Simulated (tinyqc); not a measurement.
# Metal gate on a two-layer dielectric stack with fixed charge and a dipole: flat band against the thickness t2

Gate, layer 2, layer 1, p-type semiconductor; x runs from the gate inwards. Charges are counted in units of +q. psi is the band bending at the surface, positive towards inversion. Classical charge, Boltzmann statistics, no interface traps.

EOT = 3.9 (t1/e1 + t2/e2), Cox = eps0/(t1/e1 + t2/e2); phi_ms = pM - (chi + Eg - Vt ln(Nv/Na)). Vfb = phi_ms + Vd - (q/eps0) [Q1 (t1/e1 + t2/e2) + Q2 t2/e2 + r1 (t1^2/(2 e1) + t1 t2/e2) + r2 t2^2/(2 e2)]: each charge counts with its electrical distance from the gate. ni = sqrt(Nc Nv) exp(-Eg/(2 Vt)), Eg in volts, pB = Vt ln(Na/ni), Vth = Vfb + 2 pB + sqrt(4 q eps0 eps_r Na pB)/Cox.

Inputs (values chosen for the exercise); band and dielectric values close to those of silicon, layer 1 close to silicon dioxide, layer 2 close to hafnium oxide: temperature T = 300 K; band gap Eg = 1.1 eV; relative permittivity eps_r = 11.7; conduction-band density of states at T Nc = 2.85e19 cm^-3; valence-band density of states at T Nv = 2.7e19 cm^-3; electron affinity chi = 4.07 eV; acceptor density Na = 9.7e16 cm^-3; work function of the gate metal pM = 4.23 eV; thickness of layer 1, next to the semiconductor t1 = 1.2 nm; relative permittivity of layer 1 e1 = 3.86; relative permittivity of layer 2 e2 = 22.2; fixed charge at the semiconductor interface Q1 = 1.5e11 cm^-2; fixed charge between the layers Q2 = 3.4e12 cm^-2; uniform charge density in layer 1 r1 = 1.4e18 cm^-3; uniform charge density in layer 2 r2 = 0 cm^-3; flat-band shift by a dipole layer between the layers Vd = 0 V.

Constants: q = 1.602176634e-19 C, kB = 1.380649e-23 J/K, Vt = kB T/q, eps0 = 8.8541878128e-14 F/cm where lengths are in cm. Results are converted to the units shown.

Flat band against the thickness t2:

| t2 (nm) | EOT (nm) | Vfb (V) | Vth (V) |
|---|---|---|---|
| 1 | 1.388 | -0.8380 | 0.03444 |
| 2.3 | 1.616 | -0.8773 | 0.005706 |
| 3.6 | 1.845 | -0.9167 | -0.02303 |
| 4.9 | 2.073 | -0.9561 | -0.05176 |
| 6.1 | 2.284 | -0.9925 | -0.07828 |
| 7.4 | 2.512 | -1.032 | -0.1070 |
| 8.7 | 2.741 | -1.071 | -0.1357 |
| 10 | 2.969 | -1.111 | -0.1645 |

Vfb falls from -0.838 to -1.11 V and Vth falls from 0.0344 to -0.164 V. The slope dVfb/dEOT is -173 mV/nm between the first two rows and -173 between the last two: a straight line, set by the charge below the growing layer, which reads as 3.72e12 cm^-2. A line through the end rows meets EOT = 0 at -0.598 V, against phi_ms + Vd = -0.794 V; an effective work function read from it is off by 196 mV from pM.

Numbers from tinyqc (`OMP_NUM_THREADS=1 python tinyqc.py 2010035 2010036 out.jsonl`; about 0.01 s on one thread of a shared Intel Xeon 2.30GHz).
